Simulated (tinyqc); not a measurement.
As the film thickens, and with more bath resistance: electroplating on a thin resistive seed layer: kinetics, Wagner number and the terminal effect across a wafer. Computed by tinyqc, a small Python program. Command: `OMP_NUM_THREADS=1 python tinyqc.py 3121497 3121498 out.jsonl terminal walk`. One thread of a shared host (Intel(R) Xeon(R) Processor @ 2.30GHz), about 0.02 s of CPU time with the checks.

Current enters the seed at the rim. The bath is treated as a local resistance per area (no lateral flow in the liquid), two electrons per ion, molar volume 7.11 cm^3/mol, Faraday constant F = e N_A, kinematic viscosity 0.01 cm^2/s, omega = 2 pi x rpm/60; k_B T/e is in volts.

Inputs (values chosen for the exercise, of the order of those for copper plating on a thin cobalt or ruthenium seed):
```
quantity                               value         unit
wafer radius R                            15           cm
seed thickness t                          50           nm
seed resistivity                         7.6  microohm cm
bath conductivity kappa                 0.13         S/cm
gap to the anode h                       7.8           cm
extra resistance of a porous plate         0     ohm cm^2
exchange current density i_0            0.66      mA/cm^2
cathodic transfer coefficient alpha     0.68            -
mean current density                      10      mA/cm^2
diffusivity of the metal ion         4.8e-06       cm^2/s
metal ion concentration                 0.33        mol/L
rotation rate                             30          rpm
temperature T                            298            K
```

Constants: e = 1.602176634e-19 C; N_A = 6.02214076e+23 1/mol; k_B = 8.617333262e-05 eV/K.

Method:
- Growth rate = i V_m/(2 F). Levich limit i_L = 0.62 x 2 F D^(2/3) omega^(1/2) nu^(-1/6) c. Tafel overpotential eta = (k_B T/(alpha e)) ln(i/i_0); kinetic resistance k_B T/(alpha e i); bath resistance h/kappa + plate; R_s = resistivity/t; Wagner number = kinetic resistance x kappa/R.
- Full model: seed potential phi(r) with (1/r)(r phi')' = R_s i, where i solves phi = R_b i + (k_B T/(alpha e)) ln(i/i_0) (phi being the driving voltage left at r); phi'(0) = 0 and phi'(R) = R_s i_mean R/2. Solved by collocation to a tolerance of 1e-7.
- The film is taken as uniform, with the seed resistivity; the last column adds 100 ohm cm^2 to R_b. Extra power of that plate = i^2 x 100 ohm cm^2 x area.

sheet resistance R_s = 1.52 ohm/square

bath resistance R_b = 60 ohm cm^2

Edge over centre:
```
thickness (nm)  R_s (ohm/square)  as given  with 100 ohm cm^2 more
50                        1.5200    2.8448                  1.5939
75                        1.0133    2.1095                  1.3794
100                       0.7600    1.7893                  1.2785
150                       0.5067    1.4988                  1.1817
250                       0.3040    1.2865                  1.1072
500                       0.1520    1.1386                  1.0529
1000                      0.0760    1.0682                  1.0263
```

extra power = 7.0686 W

The ratio falls below 1.1 from 1000 nm on as given, and from 500 nm on with the added resistance: what counts is R_s R^2 against the sum of kinetic and bath resistance.
